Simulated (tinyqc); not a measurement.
Inside a calculation. Model: tunnelling through a gate dielectric, WKB transmission and Tsu-Esaki current.

Computed by the program tinyqc: `OMP_NUM_THREADS=1 python tinyqc.py 2540018 2540019 out.jsonl`, one thread of a shared Intel Xeon 2.30GHz, about 0.02 s for the whole run. Printed values are rounded.

Electrons leave the emitter at x = 0. Energies E (motion across the layers) are in eV from the emitter Fermi level; the collector Fermi level lies at -V and offers states at every E. No charge in the dielectric and no image force: F1 = V/t1, U = phi1 - F1 x. With C = hbar^2/(2 m0), kappa = sqrt(m (U - E)/C) where U > E and 0 elsewhere; T(E) = exp(-S), S = 2 times the integral of kappa over x.

Values chosen for this exercise; dielectric values close to those of silicon dioxide: temperature T = 400 K; Fermi energy of the emitter above its band bottom Ef = 3.9 eV; emitter mass in the supply function me = 0.26 m0; barrier of layer 1 above the emitter Fermi level at zero bias phi1 = 3.11 eV; tunnelling mass of layer 1 m1 = 0.49 m0; thickness of layer 1 t1 = 6.5 nm; voltage across the dielectric V = 5.5 V; energy of the electron followed E = 0 eV; cells in each layer nc = 7; lower end of the energy grid Ea = -0.47 eV; upper end of the energy grid Eb = 0.64 eV; points of the energy grid nE = 9.

Constants: q = 1.602176634e-19 C, kB = 1.380649e-23 J/K, hbar = 1.054571817e-34 J s, m0 = 9.1093837015e-31 kg, Vt = kB T/q, hbar^2/(2 m0) = 0.0380998212 eV nm^2. Results are converted to the units shown.

## Fields and band edges

F1 = V/t1, U = phi1 - F1 x.

F1 = 8.461538 MV/cm
U at x = t1 = -2.39 eV

## WKB exponent by the midpoint rule

Cut each layer into nc equal cells, take U and kappa at the cell centres, and sum S = 2 sum kappa h.

| cell | x (nm) | U (eV) | kappa (1/nm) |
|---|---|---|---|
| 0 | 0.464286 | 2.717143 | 5.911433 |
| 1 | 1.392857 | 1.931429 | 4.983975 |
| 2 | 2.321429 | 1.145714 | 3.838617 |
| 3 | 3.250000 | 0.360000 | 2.151730 |
| 4 | 4.178571 | -0.425714 | 0.000000 |
| 5 | 5.107143 | -1.211429 | 0.000000 |
| 6 | 6.035714 | -1.997143 | 0.000000 |

S = 31.35926
T(E) = 2.403511e-14

## WKB exponent in closed form

Each layer adds (2/F) sqrt(m/C) [G(u at its left edge) - G(u at its right edge)] to S, with u = U - E (0 where negative) and G(u) = (2/3) u^1.5. The slope follows from 1/d = -dS/dE.

S = 30.99321
T(E) = 3.465931e-14
energy d over which T(E) grows by a factor e = 0.066896 eV

The midpoint rule gives S = 31.359, so its T(E) is 31 % below this value. The band edge of layer 1 drops below E inside the layer: the barrier there is triangular (the Fowler-Nordheim case).

## Current density on a coarse energy grid

J = J0 times the integral of T(E) N(E) dE, N = ln[(1 + exp(-E/Vt))/(1 + exp((-E - V)/Vt))], J0 = q^2 me m0 kB T/(2 pi^2 hbar^3) (times 1e-4 for A/cm^2 per eV), by Simpson's rule on nE equally spaced points from Ea to Eb.

| point | E (eV) | T(E) | N | T(E) N |
|---|---|---|---|---|
| 0 | -0.4700000 | 2.376988e-17 | 13.63531 | 3.241096e-16 |
| 1 | -0.3312500 | 2.153000e-16 | 9.610059 | 2.069046e-15 |
| 2 | -0.1925000 | 1.866195e-15 | 5.588422 | 1.042909e-14 |
| 3 | -0.0537500 | 1.546568e-14 | 1.750202 | 2.706805e-14 |
| 4 | 0.0850000 | 1.224211e-13 | 0.08151295 | 9.978902e-15 |
| 5 | 0.2237500 | 9.246275e-13 | 0.001515462 | 1.401237e-15 |
| 6 | 0.3625000 | 6.656049e-12 | 2.708290e-5 | 1.802651e-16 |
| 7 | 0.5012500 | 4.561259e-11 | 4.836463e-7 | 2.206036e-17 |
| 8 | 0.6400000 | 2.971733e-10 | 8.636841e-9 | 2.566639e-18 |

J0 = 1.450335e8 A/(cm^2 eV)
J = 1.098367e-6 A/cm^2

The integrand peaks at E = -0.0538 eV among these points. A converged quadrature from -Ef to above the barrier gives 1.034e-6 A/cm^2; this grid is 6.3 % above that.
